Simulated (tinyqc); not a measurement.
CIS on RHF in the 3-21g basis, for H2, spin multiplicity 1, step by step. Computed by tinyqc, a small Python program that keeps every step (integrals from PySCF). Settings: charge = 0, multiplicity = 1, basis = 3-21g, method = RHF, energy threshold = 1e-10, iteration cap = 51, orthogonalisation = canonical, start = Wolfsberg-Helmholz matrix, DIIS depth = 6. Command: `OMP_NUM_THREADS=1 python tinyqc.py 25838 25839 out.jsonl` (the two numbers bound the seeds that draw the settings). One thread of a shared host (Intel(R) Xeon(R) Processor @ 2.60GHz), about 0.06 s of CPU time with the checks. The early iterations of the SCF are left out here.

## One-electron integrals

Geometry (angstrom):
```
atom,x,y,z
H,0.0000,0.0000,0.0000
H,0.0000,0.0000,1.1390
```

Basis 3-21g: exponents (1/bohr^2) and contraction coefficients of normalised primitives:
```
element,l (shell),exponent,coefficient
H,s (1),5.4472,0.1563
H,s (1),0.8245,0.9047
H,s (2),0.1832,1.0000
```

Overlap, kinetic and nuclear-attraction integrals over the contracted functions; the nuclear repulsion is the sum of Za Zb / Rab.

nuclear repulsion = 0.464598 hartree

overlap S, lower triangle:
```
,1H 1s,1H 2s,2H 1s,2H 2s
1H 1s,1.0000
1H 2s,0.6459,1.0000
2H 1s,0.1269,0.3206,1.0000
2H 2s,0.3206,0.6542,0.6459,1.0000
```

kinetic energy T (hartree), lower triangle:
```
,1H 1s,1H 2s,2H 1s,2H 2s
1H 1s,1.5494
1H 2s,0.2932,0.2748
2H 1s,-0.0558,0.0774,1.5494
2H 2s,0.0774,0.1289,0.2932,0.2748
```

nuclear attraction V (hartree), lower triangle:
```
,1H 1s,1H 2s,2H 1s,2H 2s
1H 1s,-2.1855
1H 2s,-1.0821,-1.1172
2H 1s,-0.2306,-0.5468,-2.1855
2H 2s,-0.5468,-0.7818,-1.0821,-1.1172
```

core Hamiltonian H = T + V (hartree), lower triangle:
```
,1H 1s,1H 2s,2H 1s,2H 2s
1H 1s,-0.6361
1H 2s,-0.7890,-0.8424
2H 1s,-0.2864,-0.4694,-0.6361
2H 2s,-0.4694,-0.6529,-0.7890,-0.8424
```

## Two-electron integrals

Functions are numbered as in S; the eight-fold symmetry (ij|kl) = (ji|kl) = (kl|ij) leaves the list below.

Two-electron integrals (ij|kl) in chemists' order, unique and non-zero (hartree):
```
i,j,k,l,(ij|kl)
1,1,1,1,1.1401
2,1,1,1,0.6114
2,1,2,1,0.3452
2,2,1,1,0.6264
2,2,2,1,0.3803
2,2,2,2,0.4830
3,1,1,1,0.1010
3,1,2,1,0.0596
3,1,2,2,0.0703
3,1,3,1,0.0165
3,2,1,1,0.1732
3,2,2,1,0.1084
3,2,2,2,0.1460
3,2,3,1,0.0333
3,2,3,2,0.0844
3,3,1,1,0.4628
3,3,2,1,0.2961
3,3,2,2,0.4221
3,3,3,1,0.1010
3,3,3,2,0.2931
3,3,3,3,1.1401
4,1,1,1,0.2931
4,1,2,1,0.1667
4,1,2,2,0.1862
4,1,3,1,0.0333
4,1,3,2,0.0620
4,1,3,3,0.1732
4,1,4,1,0.0844
4,2,1,1,0.3657
4,2,2,1,0.2249
4,2,2,2,0.2950
4,2,3,1,0.0513
4,2,3,2,0.1180
4,2,3,3,0.3657
4,2,4,1,0.1180
4,2,4,2,0.2067
4,3,1,1,0.2961
4,3,2,1,0.1884
4,3,2,2,0.2663
4,3,3,1,0.0596
4,3,3,2,0.1667
4,3,3,3,0.6114
4,3,4,1,0.1084
4,3,4,2,0.2249
4,3,4,3,0.3452
4,4,1,1,0.4221
4,4,2,1,0.2663
4,4,2,2,0.3751
4,4,3,1,0.0703
4,4,3,2,0.1862
4,4,3,3,0.6264
4,4,4,1,0.1460
4,4,4,2,0.2950
4,4,4,3,0.3803
4,4,4,4,0.4830
```

## Orthogonalisation

S = U s U^T; canonical form X = U s^(-1/2), so that X^T S X = 1. Each column of U has its largest component positive (the first on a tie).

eigenvalues of S: 0.1907  0.3888  1.0282  2.3923

X:
```
,1,2,3,4
1H 1s,-0.6968,0.9013,0.6295,0.2775
1H 2s,1.4616,-0.6884,0.3001,0.3633
2H 1s,0.6968,0.9013,-0.6295,0.2775
2H 2s,-1.4616,-0.6884,-0.3001,0.3633
```

## Iteration 8 (converged): orbitals

converged F (hartree), lower triangle:
```
,1H 1s,1H 2s,2H 1s,2H 2s
1H 1s,0.2498
1H 2s,-0.3901,-0.2925
2H 1s,-0.3305,-0.3674,0.2498
2H 2s,-0.3674,-0.3558,-0.3901,-0.2925
```

Diagonalise F' = X^T F X, C = X C', fill 1 alpha and 1 beta electrons from the bottom; D = 2 C_occ C_occ^T. Each column has its largest component positive (the first on a tie).

F' = X^T F X (hartree), lower triangle:
```
,1,2,3,4
1,0.9265
2,0.0000,1.1346
3,-0.4857,0.0000,0.4541
4,0.0000,0.0772,0.0000,-0.4891
```

orbital energies (hartree): MO1 -0.4927, MO2 0.1502, MO3 1.1382, MO4 1.2304

coefficients C:
```
,MO1,MO2,MO3,MO4
1H 1s,0.2344,0.1640,0.9134,-0.9246
1H 2s,0.3955,1.0297,-0.6704,1.0799
2H 1s,0.2344,-0.1640,0.9134,0.9246
2H 2s,0.3955,-1.0297,-0.6704,-1.0799
```

D after iteration 8, lower triangle:
```
,1H 1s,1H 2s,2H 1s,2H 2s
1H 1s,0.1099
1H 2s,0.1855,0.3129
2H 1s,0.1099,0.1855,0.1099
2H 2s,0.1855,0.3129,0.1855,0.3129
```

## Convergence

Stop when the energy changes by less than 1e-10 hartree and every element of the error matrix X^T (F D S - S D F) X is below 3e-06.

Course of the cycle:
```
iteration,E (hartree),change,largest element of the error matrix
1,-1.041779,-,2.47e-01
2,-1.063673,-2.19e-02,3.86e-02
3,-1.064214,-5.40e-04,3.87e-05
4,-1.064214,-4.53e-10,1.59e-05
5,-1.064214,-5.52e-11,9.97e-06
6,-1.064214,-1.69e-11,7.27e-06
7,-1.064214,-7.31e-12,5.72e-06
8,-1.064214,-1.19e-11,1.71e-09
```

PySCF RHF in the same basis = -1.064214 hartree

Converged in 8 iterations.

## Integrals over molecular orbitals

(pq|rs) = sum C_ip C_jq C_kr C_ls (ij|kl), one index at a time.

one-electron integrals over orbitals h = C^T H C (hartree), lower triangle:
```
,1,2,3,4
1,-1.0361
2,0.0000,-0.6365
3,-0.1159,0.0000,0.1987
4,0.0000,0.1799,0.0000,0.2365
```

Two-electron integrals over orbitals (pq|rs), unique and non-zero (hartree):
```
p,q,r,s,(pq|rs)
1,1,1,1,0.5434
2,1,2,1,0.1257
2,2,1,1,0.4562
2,2,2,2,0.4275
3,1,1,1,0.1159
3,1,2,2,0.0774
3,1,3,1,0.0871
3,2,2,1,0.0320
3,2,3,2,0.0474
3,3,1,1,0.5133
3,3,2,2,0.4386
3,3,3,1,0.1236
3,3,3,3,0.5164
4,1,2,1,-0.0769
4,1,3,2,-0.0616
4,1,4,1,0.0954
4,2,1,1,-0.1284
4,2,2,2,-0.0808
4,2,3,1,-0.0814
4,2,3,3,-0.1325
4,2,4,2,0.0866
4,3,2,1,-0.1434
4,3,3,2,-0.0662
4,3,4,1,0.1235
4,3,4,3,0.2064
4,4,1,1,0.5447
4,4,2,2,0.4674
4,4,3,1,0.1560
4,4,3,3,0.5517
4,4,4,2,-0.1570
4,4,4,4,0.6057
```

## CIS matrix, singlets

A(ia,jb) = (e_a - e_i) d_ij d_ab + 2 (ia|jb) - (ij|ab).

CIS matrix A, singlet (hartree), lower triangle:
```
,1>2,1>3,1>4
1>2,0.4381
1>3,0.0000,1.2918
1>4,-0.0254,0.0000,1.3693
```

## CIS singlet states

dipole integrals <i|r|a> (bohr):
```
,x,y,z
1>2,0.0000,0.0000,-1.3060
1>3,0.0000,0.0000,0.0000
1>4,0.0000,0.0000,-0.0188
```

Diagonalise A (1 hartree = 27.211386 eV); each vector has its largest component positive (the first on a tie). The transition dipole is mu = sqrt2 sum c_ia <i|r|a>.

singlet excitation energies (eV): 11.9027  35.1521  37.2789

lowest vectors:
```
,state 1,state 2,state 3
1>2,0.9996,0.0000,-0.0273
1>3,0.0000,1.0000,0.0000
1>4,0.0273,0.0000,0.9996
```

oscillator strengths 2/3 w |mu|^2: 0.9948  0.0000  0.0005

## CIS matrix, triplets

A(ia,jb) = (e_a - e_i) d_ij d_ab - (ij|ab).

CIS matrix A, triplet (hartree), lower triangle:
```
,1>2,1>3,1>4
1>2,0.1867
1>3,0.0000,1.1177
1>4,0.1284,0.0000,1.1785
```

## CIS triplet states

Diagonalise A (1 hartree = 27.211386 eV); each vector has its largest component positive (the first on a tie).

triplet excitation energies (eV): 4.6357  30.4128  32.5128

lowest vectors:
```
,state 1,state 2,state 3
1>2,0.9920,0.0000,0.1263
1>3,0.0000,1.0000,0.0000
1>4,-0.1263,0.0000,0.9920
```
